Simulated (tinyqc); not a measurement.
Hueckel theory of the pi electrons with the omega technique, for the molecule Clc1cnc2[nH]cnc2n1 (SMILES; centres numbered as the heavy atoms are written), step by step. Computed by tinyqc, a small Python program that keeps every step. Settings: charge = 0, omega = 1.0, damping = 0.3. Command: `OMP_NUM_THREADS=1 python tinyqc.py 22570 22571 out.jsonl` (the two numbers bound the seeds that draw the settings). One thread of a shared host (Intel(R) Xeon(R) Processor @ 2.60GHz), about 0.01 s of CPU time with the checks.

## The Hueckel matrix

Centres:
```
centre  z_r, pi electrons of the neutral centre        h
1Cl                                           2  2.00000
2C                                            1  0.00000
3C                                            1  0.00000
4N                                            1  0.50000
5C                                            1  0.00000
6N                                            2  1.50000
7C                                            1  0.00000
8N                                            1  0.50000
9C                                            1  0.00000
10N                                           1  0.50000
```

Bonds:
```
i    j        k
1    2  0.40000
2    3        1
3    4        1
4    5  1.00000
5    6  0.80000
6    7  0.80000
7    8        1
8    9  1.00000
9   10        1
10   2  1.00000
9    5        1
```

H_rr = alpha + h_r beta, H_rs = k_rs beta for bonded centres.

Hueckel matrix in units of beta (H = alpha + beta A), order 1Cl, 2C, 3C, 4N, 5C, 6N, 7C, 8N, 9C, 10N:
```
[[2.00000, 0.40000, 0.00000, 0.00000, 0.00000, 0.00000, 0.00000, 0.00000, 0.00000, 0.00000],
 [0.40000, 0.00000, 1.00000, 0.00000, 0.00000, 0.00000, 0.00000, 0.00000, 0.00000, 1.00000],
 [0.00000, 1.00000, 0.00000, 1.00000, 0.00000, 0.00000, 0.00000, 0.00000, 0.00000, 0.00000],
 [0.00000, 0.00000, 1.00000, 0.50000, 1.00000, 0.00000, 0.00000, 0.00000, 0.00000, 0.00000],
 [0.00000, 0.00000, 0.00000, 1.00000, 0.00000, 0.80000, 0.00000, 0.00000, 1.00000, 0.00000],
 [0.00000, 0.00000, 0.00000, 0.00000, 0.80000, 1.50000, 0.80000, 0.00000, 0.00000, 0.00000],
 [0.00000, 0.00000, 0.00000, 0.00000, 0.00000, 0.80000, 0.00000, 1.00000, 0.00000, 0.00000],
 [0.00000, 0.00000, 0.00000, 0.00000, 0.00000, 0.00000, 1.00000, 0.50000, 1.00000, 0.00000],
 [0.00000, 0.00000, 0.00000, 0.00000, 1.00000, 0.00000, 0.00000, 1.00000, 0.00000, 1.00000],
 [0.00000, 1.00000, 0.00000, 0.00000, 0.00000, 0.00000, 0.00000, 0.00000, 1.00000, 0.50000]]
```

## Orbitals, round 1

pi electrons, sum of z_r less the charge = 12

Diagonalise; E = alpha + x beta with beta < 0, so the largest x are filled first; degenerate levels share their electrons. P = sum n_i c_ri c_si; each orbital has its largest coefficient positive (the first on a tie).

x values: [2.60030, 2.15623, 1.79427, 1.59721, 1.01486, 0.75787, -0.58746, -1.04374, -1.29176, -1.99779]

occupations: [2.00000, 2.00000, 2.00000, 2.00000, 2.00000, 2.00000, 0.00000, 0.00000, 0.00000, 0.00000]

coefficients, order 1Cl, 2C, 3C, 4N, 5C, 6N, 7C, 8N, 9C, 10N:
```
[[0.13324, 0.82581, 0.50513, -0.03629, -0.15800, -0.10219, 0.03909, -0.05850, 0.04756, -0.03462],
 [0.19996, 0.32253, -0.25980, 0.03654, 0.38912, 0.31734, -0.25285, 0.44517, -0.39138, 0.34605],
 [0.18672, 0.17028, -0.28208, 0.35527, -0.01315, 0.45366, -0.35290, -0.22652, 0.48971, -0.32971],
 [0.28556, 0.04463, -0.24632, 0.53090, -0.40247, 0.02647, 0.46017, -0.20874, -0.24121, 0.31265],
 [0.41305, -0.09637, -0.03672, 0.22724, -0.19407, -0.44683, -0.14750, 0.54876, -0.05753, -0.45122],
 [0.50064, -0.31575, 0.52547, 0.22305, 0.44001, -0.00419, -0.12259, -0.31290, -0.10192, 0.08272],
 [0.27551, -0.16264, 0.23001, -0.20014, -0.07277, 0.45071, 0.46737, 0.44617, 0.41318, 0.08955],
 [0.31591, -0.09809, -0.00768, -0.49810, -0.42586, 0.34493, -0.17649, -0.21537, -0.45220, -0.24508],
 [0.38799, 0.00019, -0.23995, -0.34638, -0.14649, -0.36176, -0.27544, -0.11370, 0.39705, 0.52261],
 [0.27993, 0.19485, -0.38613, -0.28239, 0.47126, -0.17228, 0.48581, -0.21471, -0.00316, -0.34777]]
```

charge and bond-order matrix P, order 1Cl, 2C, 3C, 4N, 5C, 6N, 7C, 8N, 9C, 10N:
```
[[1.98318, 0.13304, -0.06833, -0.01580, 0.04996, -0.01161, -0.01743, 0.01464, 0.00665, -0.08688],
 [0.13304, 0.92993, 0.63474, 0.01336, -0.29591, 0.07957, 0.10055, -0.08185, -0.08896, 0.67505],
 [-0.06833, 0.63474, 0.95124, 0.67263, -0.09670, -0.07392, 0.18638, 0.05914, -0.29018, 0.01938],
 [-0.01580, 0.01336, 0.67263, 1.17750, 0.61923, -0.11870, -0.10054, 0.00762, 0.07079, -0.32081],
 [0.04996, -0.29591, -0.09670, 0.61923, 0.94041, 0.37017, -0.22344, -0.08890, 0.56084, 0.06477],
 [-0.01161, 0.07957, -0.07392, -0.11870, 0.37017, 1.73967, 0.46321, -0.22967, -0.14421, 0.04163],
 [-0.01743, 0.10055, 0.18638, -0.10054, -0.22344, 0.46321, 0.80751, 0.77473, -0.06278, -0.19760],
 [0.01464, -0.08185, 0.05914, 0.00762, -0.08890, -0.22967, 0.77473, 1.31583, 0.46906, -0.09433],
 [0.00665, -0.08896, -0.29018, 0.07079, 0.56084, -0.14421, -0.06278, 0.46906, 0.96086, 0.58481],
 [-0.08688, 0.67505, 0.01938, -0.32081, 0.06477, 0.04163, -0.19760, -0.09433, 0.58481, 1.19387]]
```

## Omega technique, round 1

h_r = h_r(0) + omega q_r, omega = 1, with q_r = z_r - P_rr; 0.3 of the old diagonal is kept.

matrix after round 1, order 1Cl, 2C, 3C, 4N, 5C, 6N, 7C, 8N, 9C, 10N:
```
[[2.01178, 0.40000, 0.00000, 0.00000, 0.00000, 0.00000, 0.00000, 0.00000, 0.00000, 0.00000],
 [0.40000, 0.04905, 1.00000, 0.00000, 0.00000, 0.00000, 0.00000, 0.00000, 0.00000, 1.00000],
 [0.00000, 1.00000, 0.03413, 1.00000, 0.00000, 0.00000, 0.00000, 0.00000, 0.00000, 0.00000],
 [0.00000, 0.00000, 1.00000, 0.37575, 1.00000, 0.00000, 0.00000, 0.00000, 0.00000, 0.00000],
 [0.00000, 0.00000, 0.00000, 1.00000, 0.04171, 0.80000, 0.00000, 0.00000, 1.00000, 0.00000],
 [0.00000, 0.00000, 0.00000, 0.00000, 0.80000, 1.68223, 0.80000, 0.00000, 0.00000, 0.00000],
 [0.00000, 0.00000, 0.00000, 0.00000, 0.00000, 0.80000, 0.13474, 1.00000, 0.00000, 0.00000],
 [0.00000, 0.00000, 0.00000, 0.00000, 0.00000, 0.00000, 1.00000, 0.27892, 1.00000, 0.00000],
 [0.00000, 0.00000, 0.00000, 0.00000, 1.00000, 0.00000, 0.00000, 1.00000, 0.02740, 1.00000],
 [0.00000, 1.00000, 0.00000, 0.00000, 0.00000, 0.00000, 0.00000, 0.00000, 1.00000, 0.36429]]
```

## Orbitals, round 2

As before.

x values: [2.64311, 2.18517, 1.83023, 1.52404, 0.98032, 0.77147, -0.61030, -1.00365, -1.30585, -2.01454]

occupations: [2.00000, 2.00000, 2.00000, 2.00000, 2.00000, 2.00000, 0.00000, 0.00000, 0.00000, 0.00000]

coefficients, order 1Cl, 2C, 3C, 4N, 5C, 6N, 7C, 8N, 9C, 10N:
```
[[0.10508, 0.80696, 0.53716, -0.05335, -0.18456, -0.06516, 0.03029, -0.06409, -0.04406, -0.03336],
 [0.16585, 0.34981, -0.24380, 0.06506, 0.47591, 0.20206, -0.19858, 0.48315, 0.36542, 0.33575],
 [0.16124, 0.20057, -0.27874, 0.38377, 0.08327, 0.43070, -0.36491, -0.21759, -0.48446, -0.31805],
 [0.25481, 0.08162, -0.25684, 0.50672, -0.39712, 0.11552, 0.43374, -0.25734, 0.28374, 0.31584],
 [0.41651, -0.05289, -0.09483, 0.19809, -0.32336, -0.38499, -0.06278, 0.57257, 0.00732, -0.43690],
 [0.59668, -0.31606, 0.48299, 0.20126, 0.37791, -0.11136, -0.14994, -0.27636, 0.10432, 0.07307],
 [0.30017, -0.14582, 0.18418, -0.23789, -0.00822, 0.51176, 0.49245, 0.35525, -0.39698, 0.09926],
 [0.27558, -0.04613, -0.07411, -0.49151, -0.30928, 0.41494, -0.24695, -0.18333, 0.48843, -0.27179],
 [0.35136, 0.05787, -0.29915, -0.37410, -0.20871, -0.30738, -0.27286, -0.12012, -0.37706, 0.52408],
 [0.22697, 0.22389, -0.37038, -0.26647, 0.43376, -0.25866, 0.48373, -0.26539, 0.00697, -0.36145]]
```

charge and bond-order matrix P, order 1Cl, 2C, 3C, 4N, 5C, 6N, 7C, 8N, 9C, 10N:
```
[[1.98384, 0.12856, -0.06969, -0.01319, 0.04870, -0.01227, -0.01266, 0.01637, 0.00287, -0.08682],
 [0.12856, 0.96174, 0.63296, 0.00148, -0.29019, 0.08219, 0.07578, -0.09538, -0.06864, 0.68618],
 [-0.06969, 0.63296, 0.96727, 0.68039, -0.06747, -0.08213, 0.19250, 0.04035, -0.28338, 0.01438],
 [-0.01319, 0.00148, 0.68039, 1.13076, 0.62098, -0.11753, -0.08177, 0.01437, 0.05780, -0.33185],
 [0.04870, -0.29019, -0.06747, 0.62098, 0.95458, 0.35996, -0.25244, -0.06570, 0.56675, 0.04871],
 [-0.01227, 0.08219, -0.08213, -0.11753, 0.35996, 1.76985, 0.41235, -0.23758, -0.14612, 0.04974],
 [-0.01266, 0.07578, 0.19250, -0.08177, -0.25244, 0.41235, 0.92769, 0.81523, -0.04933, -0.21057],
 [0.01637, -0.09538, 0.04035, 0.01437, -0.06570, -0.23758, 0.81523, 1.18595, 0.47441, -0.06169],
 [0.00287, -0.06864, -0.28338, 0.05780, 0.56675, -0.14612, -0.04933, 0.47441, 0.98857, 0.58434],
 [-0.08682, 0.68618, 0.01438, -0.33185, 0.04871, 0.04974, -0.21057, -0.06169, 0.58434, 1.12976]]
```

## Omega technique, round 2

As before.

matrix after round 2, order 1Cl, 2C, 3C, 4N, 5C, 6N, 7C, 8N, 9C, 10N:
```
[[2.01484, 0.40000, 0.00000, 0.00000, 0.00000, 0.00000, 0.00000, 0.00000, 0.00000, 0.00000],
 [0.40000, 0.04150, 1.00000, 0.00000, 0.00000, 0.00000, 0.00000, 0.00000, 0.00000, 1.00000],
 [0.00000, 1.00000, 0.03315, 1.00000, 0.00000, 0.00000, 0.00000, 0.00000, 0.00000, 0.00000],
 [0.00000, 0.00000, 1.00000, 0.37120, 1.00000, 0.00000, 0.00000, 0.00000, 0.00000, 0.00000],
 [0.00000, 0.00000, 0.00000, 1.00000, 0.04431, 0.80000, 0.00000, 0.00000, 1.00000, 0.00000],
 [0.00000, 0.00000, 0.00000, 0.00000, 0.80000, 1.71577, 0.80000, 0.00000, 0.00000, 0.00000],
 [0.00000, 0.00000, 0.00000, 0.00000, 0.00000, 0.80000, 0.09104, 1.00000, 0.00000, 0.00000],
 [0.00000, 0.00000, 0.00000, 0.00000, 0.00000, 0.00000, 1.00000, 0.30351, 1.00000, 0.00000],
 [0.00000, 0.00000, 0.00000, 0.00000, 1.00000, 0.00000, 0.00000, 1.00000, 0.01622, 1.00000],
 [0.00000, 1.00000, 0.00000, 0.00000, 0.00000, 0.00000, 0.00000, 0.00000, 1.00000, 0.36845]]
```

## Convergence

Each round sets h_r = h_r(0) + omega (z_r - P_rr), keeping the share named as damping of the old diagonal; repeat until output and input diagonals agree to 1e-6.

Rounds:
```
round   sum n x  largest |h(out) - h(in)|
1      19.84149                  3.16e-01
2      19.86868                  6.24e-02
3      19.90663                  1.15e-02
4      19.90975                  3.11e-03
5      19.91147                  7.69e-04
6      19.91158                  1.91e-04
7      19.91167                  5.37e-05
8      19.91168                  1.35e-05
9      19.91168                  3.89e-06
10     19.91168                  1.02e-06
11     19.91168                  2.90e-07
```

Converged in 11 rounds.

## Energy, charges, bond orders

final x values: [2.65451, 2.19021, 1.83810, 1.52461, 0.98517, 0.76324, -0.61983, -1.00709, -1.31101, -2.01791]

occupations: [2.00000, 2.00000, 2.00000, 2.00000, 2.00000, 2.00000, 0.00000, 0.00000, 0.00000, 0.00000]

final P, order 1Cl, 2C, 3C, 4N, 5C, 6N, 7C, 8N, 9C, 10N:
```
[[1.98388, 0.12858, -0.06967, -0.01333, 0.04883, -0.01218, -0.01253, 0.01589, 0.00273, -0.08639],
 [0.12858, 0.95888, 0.63404, 0.00275, -0.29185, 0.08152, 0.07544, -0.09275, -0.06784, 0.68487],
 [-0.06967, 0.63404, 0.97001, 0.67933, -0.06978, -0.07880, 0.19190, 0.04361, -0.28424, 0.01244],
 [-0.01333, 0.00275, 0.67933, 1.12908, 0.62306, -0.11728, -0.08195, 0.01205, 0.05784, -0.33090],
 [0.04883, -0.29185, -0.06978, 0.62306, 0.95796, 0.35306, -0.25125, -0.06861, 0.56798, 0.05011],
 [-0.01218, 0.08152, -0.07880, -0.11728, 0.35306, 1.77639, 0.41126, -0.23117, -0.14478, 0.04769],
 [-0.01253, 0.07544, 0.19190, -0.08195, -0.25125, 0.41126, 0.90266, 0.81393, -0.04712, -0.21018],
 [0.01589, -0.09275, 0.04361, 0.01205, -0.06861, -0.23117, 0.81393, 1.20300, 0.47212, -0.06609],
 [0.00273, -0.06784, -0.28424, 0.05784, 0.56798, -0.14478, -0.04712, 0.47212, 0.98315, 0.58506],
 [-0.08639, 0.68487, 0.01244, -0.33090, 0.05011, 0.04769, -0.21018, -0.06609, 0.58506, 1.13499]]
```

E = sum n x; q_r = z_r - P_rr; bond order p = P_rs; free valence = sqrt(3) - sum of p over the bonds of the atom.

pi energy = 12 alpha + this times beta = 19.91168

pi charges: [0.01612, 0.04112, 0.02999, -0.12908, 0.04204, 0.22361, 0.09734, -0.20300, 0.01685, -0.13499]

Bond orders and lengths from R = 1.517 - 0.180 p (angstrom, C-C alone):
```
bond        p        R
1-2   0.12858        -
2-3   0.63404  1.40287
3-4   0.67933        -
4-5   0.62306        -
5-6   0.35306        -
6-7   0.41126        -
7-8   0.81393        -
8-9   0.47212        -
9-10  0.58506        -
10-2  0.68487        -
9-5   0.56798  1.41476
```

free valence of the carbons: [0.28456, 0.41868, 0.18795, 0.50686, 0.10690]

gap between the highest filled and the next level = 1.38308 |beta|
